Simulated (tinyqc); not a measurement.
Worked calculation: minority-electron transport through the base of a bipolar transistor (Moll-Ross and Kroemer integrals). Computed by tinyqc, a small Python program that keeps every step. Command: `OMP_NUM_THREADS=1 python tinyqc.py 3015339 3015340 out.jsonl base walk`. One thread of a shared host (Intel(R) Xeon(R) Processor @ 2.30GHz), about 0.01 s of CPU time with the checks. Intermediate numbers are printed to about 5 digits and carried at full precision; extremes and crossings named in words are read from the listed rows.

Low injection, one dimension, x from the emitter edge (0) to the collector edge (W), s = x/W. Recombination is treated as a small correction (valid for tau_B well below tau_n), computed from the stored charge.

Inputs (values chosen for the exercise, modelled on silicon):
```
quantity                                     value        unit
intrinsic density n_i at the emitter edge  9.1e+09      1/cm^3
base doping at the emitter edge N_0        3.6e+19      1/cm^3
base width W                                   500          nm
mu_min                                         160  cm^2/(V s)
mu_max                                        1420  cm^2/(V s)
N_ref                                      1.5e+17      1/cm^3
saturation velocity v_s                        0.8    1e7 cm/s
electron lifetime tau_n                         97          ns
emitter Gummel number G_E                  2.5e+14      s/cm^4
base-emitter voltage V_BE                     0.69           V
temperature T                                  300           K
gap narrowing across the base dE_g              88         meV
```

Base doping profile: uniform. Gap grading: linear. Exit of the base: saturation velocity.

Constants: k_B = 8.617333262e-05 eV/K; e = 1.602176634e-19 C.

## Profile and built-in field

N(x) = N_0; n_i(x)^2 = n_i^2 exp(s dE_g/k_B T); D(x) = (k_B T/e) mu, mu = mu_min + (mu_max - mu_min)/(1 + (N/N_ref)^0.7). Field that drives electrons towards the collector, averaged over the base: (k_B T/e) ln[N_0 n_i(W)^2/(N(W) n_i^2)]/W.

Across the base:
```
s    N (1/cm^3)  n_i(x)^2/n_i^2  D (cm^2/s)  y (s/cm^5)
0.0    3.60e+19           1.000      4.8241  7.4625e+18
0.2    3.60e+19           1.975      4.8241  3.7776e+18
0.4    3.60e+19           3.902      4.8241  1.9123e+18
0.6    3.60e+19           7.709      4.8241  9.6802e+17
0.8    3.60e+19          15.229      4.8241  4.9003e+17
1.0    3.60e+19          30.084      4.8241  2.4806e+17
```

drift factor eta (potential drop in k_B T/e) = 3.4040

mean built-in field = 1.76 kV/cm

## Collector current and transit time

With y(x) = N n_i^2/(D n_i(x)^2): base Gummel number G_B = int_0^W y dx + N(W) n_i^2/(v_s n_i(W)^2); J_C = e n_i^2 exp(e V_BE/k_B T)/G_B; n(x) = (J_C/e)(n_i(x)^2/(N n_i^2)) [int_x^W y dx + the same exit term]; transit time tau_B = (e/J_C) int n dx; trapezoid rule on 401 even points.

base Gummel number G_B = 1.0612e+14 s/cm^4

collector current density J_C = 0.048807 A/cm^2

base transit time tau_B = 110.78 ps

share of the exit term in G_B = 0.14095 %

mean velocity W/tau_B = 0.045135 1e7 cm/s

Plain diffusion with the D of the emitter edge would take W^2/(2D) = 259 ps, 2.34 times the result.

## Gain and speed

Emitter-limited gain beta_E = G_E/G_B; recombination-limited gain beta_R = tau_n/tau_B; 1/beta = 1/beta_E + 1/beta_R; f_T from the base alone = 1/(2 pi tau_B).

beta_E = 2.3558

beta_R = 875.61

current gain beta = 2.3495

f_T from the base alone = 1.4367 GHz

The gain is limited mainly by hole injection into the emitter (100 % of the base current).

## What grading buys

The formulas are those given above.

The same base with other gradings:
```
dE_g (meV)  dE_g/k_B T  G_B (s/cm^4)  J_C gain  tau_B (ps)  speed gain
0                0.000    3.7763e+14     1.000      265.37      1.0000
25               0.967    2.4085e+14     1.568      196.44      1.3509
50               1.934    1.6568e+14     2.279      152.20      1.7436
75               2.901    1.2179e+14     3.101      122.48      2.1666
100              3.868    9.4540e+13     3.994      101.64      2.6107
150              5.802    6.4128e+13     5.889       75.04      3.5361
200              7.736    4.8213e+13     7.833       59.14      4.4870
300             11.605    3.2156e+13    11.744       41.35      6.4174
```

At 100 meV J_C rises by a factor 3.99 and the transit is 2.61 times faster; at 300 meV the factors are 11.74 and 6.42. For a uniform base without exit term both tend to be linear in dE_g/k_B T, J_C as x/(1 - exp(-x)) and the speed as x/2.

Checks made by the program: transit time against W^2/(D eta) [1 - (1 - exp(-eta))/eta] plus the exit term (relative difference 4e-06).
